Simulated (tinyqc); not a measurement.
Minority carriers and saturation current of a heavily doped emitter: one step of the calculation.

n-type, parabolic bands, full ionisation. eta = (EF - Ec)/kB T solves N = Nc F12(eta), F12(x) = (2/sqrt(pi)) int_0^infinity sqrt(u)/(1 + exp(u - x)) du. The gap shrinks rigidly by dEg = E1 [ln(N/N0) + sqrt(ln^2(N/N0) + 0.5)], an empirical law that is here taken as the true narrowing.

Question. Effective intrinsic density. ni = sqrt(Nc Nv) exp(-Eg/(2 Vt)), Eg in volts; degeneracy factor g = F12(eta) exp(-eta); nie^2 = ni^2 exp(dEg/kB T) g, p0 = nie^2/N; apparent narrowing dEg + kB T ln g.

Values chosen for this exercise; band and dielectric values close to those of silicon:
- T = 250 K (temperature)
- Eg = 1.11 eV (band gap)
- Nc = 2.15e19 cm^-3 (conduction-band density of states at 250 K)
- Nv = 2.05e19 cm^-3 (valence-band density of states at 250 K)
- N = 4.1e19 cm^-3 (ionised donor density)
- E1 = 6.9 meV (energy of the narrowing law)
- N0 = 7.8e16 cm^-3 (density of the narrowing law)

Constants: q = 1.602176634e-19 C, kB = 1.380649e-23 J/K, Vt = kB T/q. Results are converted to the units shown.

converged eta = 1.3027089

Find: ni; dEg; g; apparent narrowing; nie; p0.

Answer.

ni = 1.3608e8 cm^-3
dEg = 86.726 meV
g = 0.51831
apparent narrowing = 72.568 meV
nie = 7.3324e8 cm^-3
p0 = 0.013113 cm^-3

Narrowing multiplies p0 by 56.0 and degeneracy by 0.518.

Range of the model: Band tails, non-parabolic bands and incomplete ionisation are left out.

Computed by the program tinyqc: `OMP_NUM_THREADS=1 python tinyqc.py 2330034 2330035 out.jsonl`, one thread of a shared Intel Xeon 2.30GHz, about 0.01 s for the whole run.
